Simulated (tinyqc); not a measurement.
Long-channel MOSFET, surface-potential model: effect of the acceptor density of the body.

n-channel transistor on a uniformly doped p-type body, gradual-channel approximation, constant mobility, Boltzmann statistics, full ionisation. Potentials are counted from the neutral body; V is the electron quasi-Fermi potential, Vsb at the source and Vsb + Vds at the drain. Charges are magnitudes per area.

ni = sqrt(Nc Nv) exp(-Eg/(2 Vt)), Eg in volts; phiF = Vt ln(Na/ni); Cox = eps0 eox/tox; gamma = sqrt(2 q eps0 eps_r Na)/Cox. The surface potential psi at channel potential V solves Vgs + Vsb - Vfb - psi = gamma sqrt(G), G = psi - Vt + Vt exp((psi - 2 phiF - V)/Vt). Charge sheet: Qi = Cox gamma [sqrt(G) - sqrt(psi - Vt)]; I = mu (W/L) [integral of Qi dpsi from psi_0 to psi_L (drift) + Vt (Qi0 - QiL) (diffusion)], with psi_0 at V = Vsb and psi_L at V = Vsb + Vds. VT = Vfb + 2 phiF + gamma sqrt(2 phiF + Vsb), m = 1 + gamma/(2 sqrt(2 phiF + Vsb)). The swing is 20 mV/log10[I(VT - 0.14 V)/I(VT - 0.16 V)] of the charge-sheet current at the given Vds.

Values chosen for this exercise; material values close to those of silicon:

| symbol | value | unit | meaning |
|---|---|---|---|
| T | 300 | K | temperature |
| Eg | 1.12 | eV | band gap |
| eps_r | 11.9 |  | relative permittivity of the semiconductor |
| Nc | 2.85e19 | cm^-3 | conduction-band density of states at T |
| Nv | 2.63e19 | cm^-3 | valence-band density of states at T |
| eox | 21.2 |  | relative permittivity of the gate insulator |
| tox | 9.8 | nm | insulator thickness |
| Vfb | -0.68 | V | flat-band voltage |
| mu | 120 | cm^2/(V s) | channel mobility |
| W | 10 | um | gate width |
| L | 0.5 | um | gate length |
| Vsb | 0.5 | V | source-body reverse bias |
| Vgs | 1.26 | V | gate-source voltage |
| Vds | 0.1 | V | drain-source voltage |

Constants: q = 1.602176634e-19 C, kB = 1.380649e-23 J/K, Vt = kB T/q, eps0 = 8.8541878128e-14 F/cm where lengths are in cm. Results are converted to the units shown.

Results:
```
Na (cm^-3)	gamma (V^0.5)	VT (V)	m	swing (mV/decade)	I at Vgs, Vds (uA)
1.7e17	0.1251	0.3230	1.054	63.64	307.1
3.1e17	0.1689	0.4073	1.072	64.77	276.2
5.8e17	0.2310	0.5161	1.097	66.35	234.8
2e18	0.4290	0.8275	1.176	71.32	113.2
3.7e18	0.5835	1.055	1.237	75.13	32.25
6.8e18	0.7911	1.352	1.318	80.22	0.08383
```

Estimate the missing row, Na = 1.1e18 cm^-3.

Computed row:
```
Na (cm^-3)	gamma (V^0.5)	VT (V)	m	swing (mV/decade)	I at Vgs, Vds (uA)
1.1e18	0.3182	0.6574	1.132	68.55	179.6
```

With this row back in the table: As Na goes from 1.7e17 to 6.8e18 cm^-3, VT rises from 0.323 to 1.35 V, the swing rises from 63.6 to 80.2 mV a decade and the current falls from 307 to 0.0838 uA. The swing is 1.5 % above m Vt ln 10 in the first row and 2.3 % above it in the last. The gate voltage is below VT in 1 of the 7 rows. For Na = 1.7e17 to 3.7e18 cm^-3 the surface electron density at the source passes 0.3 Nc, where degeneracy and quantisation, left out here, matter. At Na = 6.8e18 cm^-3 Na exceeds a fifth of Nv, so Boltzmann statistics and full ionisation are doubtful in the body.

tinyqc, about 0.07 s, one thread, Intel Xeon 2.30GHz (shared host): `OMP_NUM_THREADS=1 python tinyqc.py 2360156 2360157 out.jsonl`
